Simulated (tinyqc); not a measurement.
Deal-Grove kinetics of thermal oxidation of silicon: one step, computed by the program tinyqc. Command: `OMP_NUM_THREADS=1 python tinyqc.py 3017961 3017962 out.jsonl oxide walk`. One thread of a shared host (Intel(R) Xeon(R) Processor @ 2.30GHz), about 0.03 s of CPU time with the checks.

Oxidant diffuses through the oxide and reacts at the interface, so that dx/dt = B/(A + 2x) for the oxide thickness x.

Question. Rate constants. B = B0 p exp(-E_B/(k_B T)), B/A = (B/A)0 p^m exp(-E_A/(k_B T)), p in atm; A = B/(B/A). Temperatures in kelvin are T(C) + 273.15.

Inputs (values chosen for the exercise, close to those used for silicon):
```
quantity                       value    unit
prefactor B0                     384  um^2/h
activation energy E_B          0.783      eV
prefactor (B/A)0            1.11e+08    um/h
activation energy E_A           2.05      eV
temperature T                    850       C
oxidant pressure p                 5     atm
pressure exponent m of B/A         1       -
```

Ambient: steam. Surface: (100).

Constants: k_B = 8.617333262e-05 eV/K.

Give: parabolic constant B; linear constant B/A; length A.

Answer.

parabolic constant B = 0.5886 um^2/h

linear constant B/A = 0.3512 um/h

length A = 1.676 um

Reaction at the interface limits growth while x is well below A/2 = 0.838 um, diffusion once x is well above it.
